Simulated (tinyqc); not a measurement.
Changing the satellite-valley mobility mu2: two-valley model of the transferred-electron effect. Computed by tinyqc, a small Python program. Command: `OMP_NUM_THREADS=1 python tinyqc.py 3013202 3013203 out.jsonl gunn sweep`. One thread of a shared host (Intel(R) Xeon(R) Processor @ 2.30GHz), about 0.03 s of CPU time with the checks.

Both kinds of valley share one electron temperature T_e, and each has a constant mobility.

Inputs (values chosen for the exercise, modelled on GaN):
```
quantity,value,unit
central-valley mass m1,0.21,m_0
satellite-valley mass m2,0.43,m_0
satellite valleys Z,6,-
valley separation dE,1.2,eV
central-valley mobility mu1,940,cm^2/(V s)
energy relaxation time tau_E,0.096,ps
lattice temperature T,77,K
```

Solver: damped fixed point.

Constants: k_B = 8.617333262e-05 eV/K.

Method. Density-of-states ratio R = Z (m2/m1)^(3/2); n2/n1 = R exp(-dE/(k_B T_e)); mean mobility mu = (mu1 + mu2 n2/n1)/(1 + n2/n1); energy balance e mu F^2 = (3/2) k_B (T_e - T)/tau_E; v = mu F. Using T_e as the parameter, F(T_e) = sqrt(3 k_B (T_e - T)/(2 e mu tau_E)) and v = mu F; find the first maximum and the next minimum of v, and the most negative dv/dF between them.

One run for each value:
```
satellite-valley mobility mu2 (cm^2/(V s)),peak-to-valley ratio,threshold field (kV/cm),most negative differential mobility (cm^2/(V s)),valley velocity (1e7 cm/s)
9.4,1.1592,82.770,-76.297,4.9351
15.0,1.1452,83.060,-73.960,5.0011
23.0,1.1272,83.493,-70.559,5.0889
35.0,1.1041,84.187,-65.318,5.2085
54.0,1.0745,85.417,-56.669,5.3737
84.0,1.0404,87.818,-42.117,5.5886
130.0,1.0088,93.786,-17.593,5.8362
```

Over the rows, peak-to-valley ratio falls from 1.16 to 1.01 (exponent d ln y / d ln x -0.026 between the first rows and -0.071 between the last); threshold field (kV/cm) rises from 82.8 to 93.8 (exponent d ln y / d ln x 0.0075 between the first rows and 0.15 between the last); most negative differential mobility (cm^2/(V s)) rises from -76.3 to -17.6 (exponent d ln y / d ln x -0.067 between the first rows and -2.0 between the last).  Left out: 200, 310 (no negative differential mobility).

Caution (all rows): T_e at the threshold exceeds 3000 K, outside the range of a Maxwellian in parabolic valleys.

Extremes, crossings and ranges named in words are read from the listed rows.
